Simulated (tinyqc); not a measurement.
# Worked calculation: input admittance of a MOSFET at zero drain bias: distributed channel and distributed gate

Program tinyqc, `OMP_NUM_THREADS=1 python tinyqc.py 2262171 2262172 out.jsonl`; Intel Xeon 2.30GHz, shared host, one thread, about 0.02 s. Printed values are rounded.

Source and drain grounded, strong inversion, w = 2 pi f, Cox = eps0 eox/tox. The channel is an RC line of resistance 1/(mu Cox Vo) per square fed from both ends, so one finger has the intrinsic admittance y = i w Cox L tanh(g)/g per width, g = (1/2) sqrt(i w tau), tau = L^2/(mu Vo). The vertical resistance rv/L is in series with y, the overlaps 2 i w Cov in parallel: y_t = 1/(1/y + rv/L) + 2 i w Cov. The gate strip is a line of Rsh/L per length loaded by y_t, so a finger has Y = y_t Wf tanh(k)/k, k = (Wf/sd) sqrt(y_t Rsh/L); the device has Nf Y.

Inputs (values chosen for the exercise); values of the order met in silicon radio-frequency transistors:
- eox = 22.3 (relative permittivity of the gate insulator (close to hafnium oxide))
- tox = 11 nm (insulator thickness)
- L = 1.1 um (channel length)
- Wf = 6.2 um (finger width)
- Nf = 64 (number of fingers)
- mu = 320 cm^2/(V s) (channel mobility)
- Vo = 0.37 V (gate overdrive)
- Rsh = 6 ohm/square (sheet resistance of the gate)
- rv = 1.7 ohm um^2 (vertical resistivity of the gate stack)
- sd = 2 (number of ends at which a finger is contacted)
- Cov = 0.32 fF/um (overlap and fringe capacitance on each side)
- f = 8.2 GHz (frequency)

Constants: eps0 = 8.8541878128e-14 F/cm where lengths are in cm. Results are converted to the units shown.

## Low-frequency resistances and capacitance

Low-frequency limits, with c = Cox L and ct = c + 2 Cov: R_strip = Rsh Wf/(3 sd^2 L Nf), R_ch = (c/ct)^2 L/(12 mu Cox Vo Wf Nf), R_vert = (c/ct)^2 rv/(L Wf Nf), C = ct Wf Nf.

parts (ohm): strip 0.04403409, channel 1.019811, vertical 0.003654073
sum = 1.067499 ohm
C = 8088.704 fF
1/(2 pi R C) = 18.43205 GHz

The channel term is the largest, 95.5 % of the sum.

## Admittance of the channel and stack per width

tau, g, c = Cox L, y and y_t as defined.

tau = 102.1959 ps
g = 0.8112761+0.8112761i
c = 19.74484 fF/um
y = 348.8842+834.2651i uS/um
y_t = 349.7701+866.3390i uS/um

w tau = 5.27, and Im y is 0.820 of w c.

## Input impedance of the device

k and Y as defined; Z = 1/(Nf Y) = R + 1/(i w C); Q = |Im Z|/R; signal at the point farthest from a contact |1/cosh k|.

k = 0.1834498+0.1237720i
Nf Y = 143.0359+339.5156i mS
R = 1.053826 ohm
C = 7759.303 fF
Q = 2.373639
signal at the far point = 0.9907346

R is 1.3 % below its low-frequency limit and C is 4.1 % below its own.
